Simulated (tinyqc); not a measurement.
# Lossy on-chip transmission line with skin effect, step by step

Computed by the program tinyqc: `OMP_NUM_THREADS=1 python tinyqc.py 2810158 2810159 out.jsonl`, one thread of a shared Intel Xeon 2.30GHz, about 0.01 s for the whole run. Printed values are rounded.

A uniform line in a homogeneous dielectric: c = sqrt(er)/(c0 Z0), l = Z0 sqrt(er)/c0 (c0 = 299792458 m/s), g = w c td, w = 2 pi f. The resistance joins its limits as r = sqrt(r_dc^2 + r_hf^2), with r_dc = rho/(wd th), r_hf = kr rho/(2 delta (wd + th)), delta = sqrt(rho/(pi f mu0)), mu0 = 4 pi 1e-7 H/m; this is an interpolation, and internal inductance, up to 0.05 nH/mm at low frequency, is neglected.

Inputs (values chosen for the exercise):
```
symbol  value     unit                                  meaning
wd        3.8       um                       width of the strip
th        1.1       um                   thickness of the strip
rho       2.2  uohm cm                              resistivity
er        4.2                             relative permittivity
td      0.002                                      loss tangent
Z0         60      ohm             lossless impedance sqrt(l/c)
kr          2           factor for crowding and the return path
len       2.4       mm                                   length
Rg        100      ohm                        source resistance
RL       1000      ohm                          load resistance
CL        100       fF                         load capacitance
f        0.23      GHz                                frequency
```

## Line constants

delta, r_dc, r_hf, r, l, c and g as defined.

delta = 4.922294 um
r_dc = 5.263158 ohm/mm
r_hf = 0.9121348 ohm/mm
r = 5.341612 ohm/mm
l = 0.4101618 nH/mm
c = 113.9338 pF/m
g = 3.292990e-4 S/m

r is 1.01 times r_dc; the skin depth is 4.47 of the thickness.

## Propagation constant and impedance

gamma = sqrt((r + i w l)(g + i w c)) = alpha + i beta, Zc = sqrt((r + i w l)/(g + i w c)), roots with positive real part; loss 8.685889638 alpha in dB; phase velocity w/beta.

gamma len = 0.04767063+0.05314602i
Zc = 134.7335-120.3672i ohm
loss = 0.1725258 dB/mm
phase velocity over c0 = 0.2176845
r/(w l) = 9.011757

r exceeds w l, so the line behaves mainly as an RC line at this frequency.

## Reflection, input impedance and transfer

ZL = 1/(1/RL + i w CL); reflection (ZL - Zc)/(ZL + Zc); Zin = Zc (ZL + Zc tanh(gamma len))/(Zc + ZL tanh(gamma len)); H = V_load/V_source = [Zin/(Zin + Rg)]/[cosh(gamma len) + (Zc/ZL) sinh(gamma len)].

ZL = 979.5431-141.5570i ohm
reflection at the load = 0.7227062+0.1508642i
Zin = 784.9049-419.7796i ohm
H = 0.8964151-0.0483797i
|H| = -0.9371847 dB
